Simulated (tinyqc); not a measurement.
What moves the tail: Franz-Keldysh effect at a direct gap.

Parabolic bands, vertical transitions, no excitons. For each hole band j: mr = me mj/(me + mj); joint density of states J_j(E) = (mr/c)^(3/2) sqrt(E - Eg)/(2 pi^2), both spins, c = hbar^2/2m0; averaged matrix element |e.p|^2 = m0 Ep/6; alpha_j(E) = 4 pi^2 alpha_f c Ep J_j/(3 nr E) in 1/angstrom (alpha_f the fine-structure constant, listed as alpha among the constants), times 1e8 for 1/cm.

In a field Fd (1 kV/cm = 1e-5 V/angstrom) the electro-optic energy of band j is th = (c (e Fd)^2/mr)^(1/3), and sqrt(E - Eg) in J_j is replaced by pi sqrt(th) [Ai'(b)^2 - b Ai(b)^2] with b = (Eg - E)/th; Ai is the Airy function.

Constants: hbar^2/2m0 = 3.80998211 eV angstrom^2; fine-structure constant alpha = 0.007297352564.

Values chosen for the exercise (near those of InGaAs; not measured data): Eg = 0.738 eV (direct gap); me = 0.0404 m0 (electron mass); mhh = 0.44 m0 (heavy-hole mass); mlh = 0.0519 m0 (light-hole mass); Ep = 22.3 eV (Kane energy); nr = 3.49 (refractive index); Fd = 150 kV/cm (uniform field); det = 25 meV (detuning below the gap).

At E = Eg - det.

One parameter was then changed.

Results before and after:
```
case,th heavy (meV),alpha (1/cm)
base,61.417,576.9
changed,61.417,603.2
```

Which of these changes was made? (a) Ep = 24.5 eV; (b) nr = 3.66; (c) mlh = 0.0675 m0; (d) Fd = 195 kV/cm; (e) me = 0.0465 m0; (f) det = 35 meV.

Answer: (c) mlh = 0.0675 m0. Of the candidates, run in turn, only this one gives the changed row.

All candidates:
```
case,th heavy (meV),alpha (1/cm)
base,61.417,576.9
Fd = 195 kV/cm,73.157,719.1
det = 35 meV,61.417,415.2
me = 0.0465 m0,58.852,646.3
mlh = 0.0675 m0,61.417,603.2
Ep = 24.5 eV,61.417,633.8
nr = 3.66,61.417,550.1
```

Run: tinyqc, `OMP_NUM_THREADS=1 python tinyqc.py 1681404 1681405 out.jsonl`; Intel(R) Xeon(R) Processor @ 2.30GHz, one thread, shared host; about 0.01 s of CPU time with all checks.
